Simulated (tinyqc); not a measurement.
Gaussian against the exact two-step profile: two-step dopant diffusion (predeposition and drive-in) with a constant diffusivity. Computed by tinyqc, a small Python program. Command: `OMP_NUM_THREADS=1 python tinyqc.py 3019145 3019146 out.jsonl dopdiff walk`. One thread of a shared host (Intel(R) Xeon(R) Processor @ 2.30GHz), about 0.05 s of CPU time with the checks.

Fick diffusion into a half space x > 0 whose background doping C_B is of the opposite type, so that a junction lies where C = C_B.

Inputs (values chosen for the exercise, modelled on boron in silicon):

| quantity | value | unit |
|---|---|---|
| prefactor D0 | 1.05 | cm^2/s |
| activation energy E | 3.5 | eV |
| surface concentration C_s | 8.2e+18 | 1/cm^3 |
| background doping C_B | 4.8e+15 | 1/cm^3 |
| predeposition temperature T1 | 925 | C |
| predeposition time t1 | 10 | min |
| drive-in temperature T2 | 1175 | C |
| drive-in time t2 | 90 | min |

Furnace ramps of the drive-in: none.

Constants: k_B = 8.617333262e-05 eV/K.

Method:
- D = D0 exp(-E/(k_B T)).
- Temperatures in kelvin are T(C) + 273.15.
- Times in seconds are 60 times the minutes.
- (Dt)2 = D2 t2, t2 in seconds.
- C = C_s erfc(x/(2 sqrt(D1 t1))); dose Q = 2 C_s sqrt(D1 t1/pi); the junction solves erfc(z) = C_B/C_s with x_j = 2 z sqrt(D1 t1).
- With a sealed surface and a thin source, C = Q/sqrt(pi (Dt)2) exp(-x^2/(4 (Dt)2)); x_j = 2 sqrt((Dt)2 ln(C(0)/C_B)); gradient at the junction |dC/dx| = C_B x_j/(2 (Dt)2).
- Exact two-step profile: C = (2 C_s/pi) int_0^alpha exp(-beta (1 + u^2))/(1 + u^2) du with alpha = sqrt(D1 t1/(Dt)2), beta = x^2/(4 (D1 t1 + (Dt)2)).
- The integral takes 48 Gauss-Legendre points; solve C(x) = C_B.
- Gaussian: C = Q/sqrt(pi (Dt)2) exp(-x^2/(4 (Dt)2)).
- Depths are fractions of the Gaussian x_j.

surface concentration C(0) (Gaussian) = 9.32844e+16 1/cm^3

junction depth x_j = 2.10728 um

drive-in budget (Dt)2 = 3.74163e-09 cm^2

product D1 t1 = 1.19479e-12 cm^2

exact junction depth = 2.10746 um

Profiles:

| x/x_j | x (um) | Gaussian (1/cm^3) | exact (1/cm^3) | ratio |
|---|---|---|---|---|
| 0.0 | 0.0000 | 9.3284e+16 | 9.3275e+16 | 1.0001 |
| 0.2 | 0.4215 | 8.2845e+16 | 8.2838e+16 | 1.0001 |
| 0.4 | 0.8429 | 5.8028e+16 | 5.8028e+16 | 1.0000 |
| 0.6 | 1.2644 | 3.2057e+16 | 3.2061e+16 | 0.9999 |
| 0.8 | 1.6858 | 1.3968e+16 | 1.3972e+16 | 0.9997 |
| 1.0 | 2.1073 | 4.8000e+15 | 4.8025e+15 | 0.9995 |
| 1.2 | 2.5287 | 1.3010e+15 | 1.3020e+15 | 0.9992 |

With D1 t1/(Dt)2 = 3.2e-4, the Gaussian is 0.011 % high at the surface and 0.052 % low at its own junction; the exact junction lies at 2.107 um, 0.0088 % deeper. The dose is the same, but the real source already has a width, which is negligible here. Caution: C_s exceeds the intrinsic carrier density of silicon at the predeposition temperature (2e18 to 1e19 per cm^3), where real diffusivities rise with concentration and profiles turn box-like.
